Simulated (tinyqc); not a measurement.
# One gate, two gates and a surrounding gate

Below threshold the potential that source and drain add obeys Laplace's equation, vanishes on the gates and decays along the channel as exp(-k y). The same ts (depleted depth over a conducting body, body thickness or wire diameter), ti and permittivities in three geometries; k is the smallest positive root of: one gate, f(k) = eps_r sin(k ti) cos(k ts) + ei cos(k ti) sin(k ts); two gates, f(k) = ei cos(k ti) cos(k ts/2) - eps_r sin(k ti) sin(k ts/2); wire, f(k) = ei J0(u)[J1(u) Y0(v) - Y1(u) J0(v)] - eps_r J1(u)[J0(u) Y0(v) - Y0(u) J0(v)], u = k ts/2, v = u + k ti. Parabolic estimates of l: sqrt((eps_r/ei) ts ti); sqrt((eps_r/(2 ei)) ts ti (1 + ei ts/(4 eps_r ti))); sqrt([2 eps_r ts^2 ln(1 + 2 ti/ts) + ei ts^2]/(16 ei)), in the same order.

Inputs (values chosen for the exercise); permittivities: semiconductor close to that of silicon, insulator close to that of aluminium oxide: relative permittivity of the semiconductor eps_r = 11.6; relative permittivity of the insulator ei = 9.39; insulator thickness ti = 2.8 nm; body thickness ts = 9.2 nm.

Scale lengths (nm):
```
,Lambda = pi/k,l = 1/k,l(parabolic)
one gate over a conducting body,12.416,3.9523,5.6412
two gates,15.793,5.0271,5.1470
wire,10.271,3.2694,3.3917
```

What does the table show?

The wire has the shortest scale length, 0.650 times that of the double gate; the single gate over a conducting body has 0.786 times it, its layer ending directly on a conductor where the double gate has a second insulator. The parabolic estimates are 43 % above, 2.4 % above and 3.7 % above the exact l, in the order of the rows.

tinyqc, about 0.01 s, one thread, Intel Xeon 2.30GHz (shared host): `OMP_NUM_THREADS=1 python tinyqc.py 2420078 2420079 out.jsonl`
